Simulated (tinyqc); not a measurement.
Inside a calculation. Model: Landau-Devonshire theory of a uniaxial ferroelectric. Computed by tinyqc, a small Python program that keeps every step. Command: `OMP_NUM_THREADS=1 python tinyqc.py 3014906 3014907 out.jsonl ferro walk`. One thread of a shared host (Intel(R) Xeon(R) Processor @ 2.30GHz), about 0.01 s of CPU time with the checks. Intermediate numbers are printed to about 6 digits and carried at full precision; extremes and crossings named in words are read from the listed rows.

G(P) = (alpha/2) P^2 + (beta*/4) P^4 + (gamma/6) P^6 - E P per volume, SI units, one domain, P along the polar axis, which is normal to the film.

Inputs (values chosen for the exercise, for a model ferroelectric):

| quantity | value | unit |
|---|---|---|
| alpha_0 | 495000 | J m/(C^2 K) |
| Curie-Weiss temperature T0 | 340 | K |
| beta | 8.28e+08 | J m^5/C^4 |
| gamma | 6.01e+09 | J m^9/C^6 |
| temperature T | 288 | K |
| misfit strain u_m | -0.011 | - |
| electrostriction Q12 | -0.025 | m^4/C^2 |
| compliance s11 + s12 | 5.6e-12 | m^2/N |
| applied field E | 4.2 | MV/m |
| film thickness d | 4.1 | nm |
| screening length lambda | 0.042 | nm |
| background permittivity eps_b | 20 | - |
| gradient coefficient g | 1.3e-11 | J m^3/C^2 |
| series capacitance C_d | 1.2 | microfarad/cm^2 |
| start of Newton steps P0/Ps | 1 | - |

Sample: epitaxial film.

Constants: eps_0 = 8.8541878128e-12 F/m.

## Coefficients at T

alpha = alpha_0 (T - T0*), with clamping: T0* = T0 + 4 Q12 u_m/(alpha_0 (s11 + s12)), beta* = beta + 4 Q12^2/(s11 + s12).

T0* = 736.825 K

alpha = -2.22169e+08 J m/C^2

beta* = 1.27443e+09 J m^5/C^4

Compression raises T0 by 397 K. beta* > 0: the transition is of second order.

## Spontaneous polarisation, susceptibility, coercive field

Ps^2 = [-beta* + sqrt(beta*^2 - 4 alpha gamma)]/(2 gamma). chi = 1/(eps_0 G''), G'' = alpha + 3 beta* P^2 + 5 gamma P^4 at Ps. Ps, chi and the coercive field are for perfect screening, without a depolarising field. The intrinsic coercive field is |alpha P + beta* P^3 + gamma P^5| at the P_c where G'' = 0. 1 C/m^2 = 100 microcoulomb/cm^2.

spontaneous polarisation Ps = 33.6953 microcoulomb/cm^2

susceptibility chi = 188.460

well depth G(Ps) = -7.03912 MJ/m^3

P_c = 20.8191 microcoulomb/cm^2

intrinsic coercive field = 32.4028 MV/m

P_c/Ps = 0.618, above the 0.577 of a quartic well, as the sixth-order term matters. Real switching runs by domain nucleation at far lower fields. Caution: far below T0* the expansion with linear alpha(T) is only a fit.

## Polarisation in the field by Newton steps

Solve G'(P) = alpha P + beta* P^3 + gamma P^5 - E = 0 by P(new) = P - G'/G'' from P0; stop when the step is below 1e-11 C/m^2 (G' under 1e-6 MV/m is shown as 0).

Newton steps:

| step | P (microcoulomb/cm^2) | G' (MV/m) | G'' (MJ m/C^2) |
|---|---|---|---|
| 1 | 33.6953 | -4.20000e+00 | 599.284 |
| 2 | 34.3961 | 1.79020e-01 | 650.776 |
| 3 | 34.3686 | 2.84413e-04 | 648.709 |
| 4 | 34.3686 | 0 | 648.706 |

P at the end of the steps = 34.3686 microcoulomb/cm^2

1/(eps_0 G'') there = 174.102

The linear estimate Ps + eps_0 chi E gives 34.396; the field lowers chi by 7.6 %.

## The 180-degree wall

With the term (g/2) (dP/dx)^2, (g/2) P'^2 = G(P) - G(Ps) across the wall: energy = int_(-Ps)^(Ps) sqrt(2 g [G(P) - G(Ps)]) dP (40 Gauss-Legendre points); width = 2 Ps over the slope at P = 0, sqrt(2 |G(Ps)|/g). Elastic coupling inside the wall is left out.

wall energy = 6.20182 mJ/m^2

wall width = 0.647585 nm

Caution: a wall under 0.8 nm, some two lattice spacings, wide is outside the continuum picture.

## A capacitor with imperfect screening

Between shorted electrodes with screening length lambda each, the depolarising field is -k P, k = 2 lambda/(eps_0 (d + 2 lambda eps_b)), so alpha turns into alpha + k. The polar state is the lowest uniform state while alpha + k < 0 (beta* > 0) or < 3 beta*^2/(16 gamma) (beta* < 0); setting the equality gives the critical thickness d_c.

depolarising coefficient k = 1.64136e+09 J m/C^2

polarisation of the film = 0 microcoulomb/cm^2

size of the depolarising field = 0 MV/m

critical thickness d_c = 41.0220 nm

The film is thinner than d_c, so the uniform polar state is not the lowest one; a real film may break into domains or be non-polar.

## Thickness series

Domains are left out, though they can pre-empt both the loss of P and the state at P = 0. The second and third columns are for the shorted capacitor, polar only where it is the lowest uniform state: alpha + k < 0 (beta* > 0) or < 3 beta*^2/(16 gamma) (beta* < 0). The last column is another circuit, the film in series with C_d at P = 0: 1/C = (alpha d)/(1 + alpha eps_0 eps_b) + 1/C_d, and P = 0 is locally stable while 1/C > 0; a dash marks the rest.

Against thickness:

| d (nm) | P (microcoulomb/cm^2) | depolarising field (MV/m) | C of the stack / C_d |
|---|---|---|---|
| 1 | 0.0000 | 0.0000 | 1.00278 |
| 2 | 0.0000 | 0.0000 | 1.00558 |
| 3 | 0.0000 | 0.0000 | 1.00840 |
| 5 | 0.0000 | 0.0000 | 1.01407 |
| 8 | 0.0000 | 0.0000 | 1.02271 |
| 15 | 0.0000 | 0.0000 | 1.04344 |
| 30 | 0.0000 | 0.0000 | 1.09082 |
| 60 | 21.0615 | 32.3949 | 1.19978 |
| 150 | 29.7319 | 18.5963 | 1.71315 |

The polar state appears between 30 and 60 nm (d_c = 41.0 nm), and at 150 nm P is 88.2 % of Ps. The stack exceeds C_d wherever it is stable, up to 1.71 times: the ferroelectric held at P = 0 acts as a negative capacitance.

Checks made by the program: Ps against a numerical root of G'(P)/P (relative difference below 1e-10).
